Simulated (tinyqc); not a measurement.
The window of frequencies: the 3-omega method: a line heater on a substrate with a thin film. Computed by tinyqc, a small Python program. Command: `OMP_NUM_THREADS=1 python tinyqc.py 3009108 3009109 out.jsonl threeomega walk`. One thread of a shared host (Intel(R) Xeon(R) Processor @ 2.30GHz), about 0.01 s of CPU time with the checks.

A current at angular frequency omega = 2 pi f heats the line at 2 omega with the amplitude P per length; the temperature swing Delta T at 2 omega gives a voltage at 3 omega. The substrate is taken as semi-infinite and isotropic, and the heat capacity of heater and film is left out.

Inputs (values chosen for the exercise, modelled on silicon nitride on silicon):
```
quantity,value,unit
substrate conductivity kappa,152,W/(m K)
substrate heat capacity C,1.69,1e6 J/(m^3 K)
heater half-width b,8.9,micrometre
power amplitude per length P,41,W/m
current frequency f,1400,Hz
substrate thickness d_s,380,micrometre
```

Method:
- D = kappa/C; q = sqrt(2 i omega/D); penetration depth 1/|q| = sqrt(D/(2 omega)).
- Delta T_s = (P/(pi kappa)) int_0^infinity (sin x/x)^2 / sqrt(x^2 + (q b)^2) dx with (q b)^2 = i |q b|^2, averaged over the heater width (12 Gauss-Legendre points on each of the pieces 0, 14 log-spaced edges from 1e-5 to 1, and multiples of pi to 40 pi; the tail adds 1/(4 (40 pi)^2)).
- For |q| b much below 1: Delta T_s = (P/(pi kappa)) [-ln(|q| b) + eta - i pi/4], eta = 3/2 - C_E = 0.92278, with Euler's C_E = 0.5772157.
- The slope value uses each f and 2f: kappa = P ln 2/(2 pi [Delta T(f) - Delta T(2f)]).

diffusivity D = 89.9408 mm^2/s

Bare substrate:
```
f (Hz),penetration depth (micrometre),|q| b,in-phase (K),out-of-phase (K),narrow-line form (K),kappa from the slope (W/(m K))
0.9,2820.0,0.0031560,0.57365,-0.067433,0.57365,152.00
9,891.77,0.0099802,0.47480,-0.067426,0.47480,152.01
90,282.00,0.031560,0.37596,-0.067371,0.37595,152.06
450,126.12,0.070570,0.30691,-0.067174,0.30686,152.28
1800,63.058,0.14114,0.24757,-0.066589,0.24734,153.13
9000,28.200,0.31560,0.17934,-0.064345,0.17825,157.48
36000,14.100,0.63120,0.12281,-0.058907,0.11874,172.74
180000,6.3058,1.4114,0.066212,-0.044947,0.049644,245.15
900000,2.8200,3.1560,0.030239,-0.025909,-0.019449,509.75
5.40e+06,1.1513,7.7306,0.012336,-0.011618,-0.096369,1251.8
```

What does the comparison show, and why?

The slope gives kappa within 1 % up to |q| b = 0.14 (f = 1800 Hz) among these rows. The penetration depth stays under d_s/5 = 76 micrometre from f = 1800 Hz up, so that row alone meets both conditions. At high f the flow turns one-dimensional: in-phase and out-of-phase parts become equal in size (ratio 0.94 in the last row) and fall as f^(-1/2) (exponent -0.50).
